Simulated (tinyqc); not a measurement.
# CMOS latch-up, two-transistor model: two studies

A parasitic pnp (emitter at Vdd, base shunted by Rw) and npn (emitter at ground, base shunted by Rs) feed each other: the npn collector current flows out of the pnp base node, the pnp collector current into the npn base node. Forward-active transistors with constant gains: Icn = Isn exp(Vn/Vt), Icp = Isp (exp(Vp/Vt) - 1). A current Ii is injected into the npn base node.

Inputs (values chosen for the exercise); values close to those of bulk CMOS: temperature T = 293 K; current gain of the npn bn = 12.4; current gain of the pnp bp = 4.8; saturation current of the npn at T Isn = 2.5e-16 A; saturation current of the pnp at T Isp = 1.3e-16 A; substrate resistance shunting the npn Rs = 70 ohm; well resistance shunting the pnp Rw = 940 ohm; resistance from the pnp collector to the npn base R2 = 300 ohm; base-emitter voltage in the on state Von = 0.78 V; saturation voltage Vsat = 0.18 V; supply voltage Vdd = 0.9 V.

Constants: q = 1.602176634e-19 C, kB = 1.380649e-23 J/K, Vt = kB T/q. Results are converted to the units shown.

Each table varies one quantity; the others keep the values above.

## Effect of the substrate resistance shunting the npn

Node equations: Vp/Rw + Icp/bp = Icn and Vn/Rs + Icn/bn = Icp + Ii. Loop gain G = gn gp/[(1/Rw + gp/bp)(1/Rs + gn/bn)], gn = Icn/Vt, gp = (Icp + Isp)/Vt; the off state ends where G = 1, and Ii there is the trigger current. On state with both base-emitter voltages at Von: npn base current Ib = (Von/Rs + bp Von/Rw)/(bn bp - 1), holding current Ih = (bn + 1) Ib + Von/Rs, holding voltage Vh = Vsat + Von + R2 (Ib + Von/Rs).

Results:
```
Rs (ohm)  Vn at trigger (V)  trigger current (mA)  Ih (mA)  Vh (V)
7                    0.7305                 103.8    137.9   34.98
26                   0.7247                 27.88    37.78   10.13
50                   0.7238                 14.51    20.08   5.740
97                   0.7231                 7.496    10.79   3.434
190                  0.7225                 3.849    5.957   2.233
360                  0.7220                 2.053    3.575   1.642
700                  0.7217                 1.079    2.281   1.320
```

Estimate the missing row, Rs = 14 ohm.

Computed row:
```
Rs (ohm)  Vn at trigger (V)  trigger current (mA)  Ih (mA)  Vh (V)
14                   0.7260                 51.79    69.38   17.98
```

With this row back in the table: As Rs goes from 7 to 700 ohm, the trigger current falls from 104 to 1.08 mA, Ih falls from 138 to 2.28 mA and Vh falls from 35.0 to 1.32 V. Vh exceeds the supply Vdd = 0.9 V, which then cannot sustain a latched state, in 8 of the 8 rows. The trigger current goes as Rs^(-0.99): most of it flows through the shunt. For Rs = 7, 14 the holding current passes 50 mA, where high injection lowers the gains.

## Effect of the well resistance shunting the pnp

Same model as above.

Effect of the well resistance shunting the pnp:
```
Rw (ohm)  Vn at trigger (V)  trigger current (mA)  Ih (mA)  Vh (V)
94                   0.7821                 11.71    22.81   4.564
180                  0.7654                 11.20    18.46   4.467
350                  0.7484                 10.82    16.14   4.415
680                  0.7316                 10.51    14.96   4.388
1300                 0.7153                 10.24    14.35   4.375
2500                 0.6991                 9.988    14.04   4.368
4900                 0.6832                 9.741    13.87   4.364
9400                 0.6716                 9.523    13.79   4.362
```

As Rw goes from 94 to 9400 ohm, the trigger current falls from 11.7 to 9.52 mA, Ih falls from 22.8 to 13.8 mA and Vh falls from 4.56 to 4.36 V. Vh exceeds the supply Vdd = 0.9 V, which then cannot sustain a latched state, in 8 of the 8 rows. For Rw = 94 Vn at the trigger exceeds the fixed Von of the on-state formulas, so Ih and Vh are too low there.

Range of the model: Near the trigger Vn + Vp exceeds Vdd by over 0.35 V, so both collector junctions are forward biased and the forward-active model is out of range there.

tinyqc, about 0.05 s, one thread, Intel Xeon 2.30GHz (shared host): `OMP_NUM_THREADS=1 python tinyqc.py 2670052 2670053 out.jsonl`
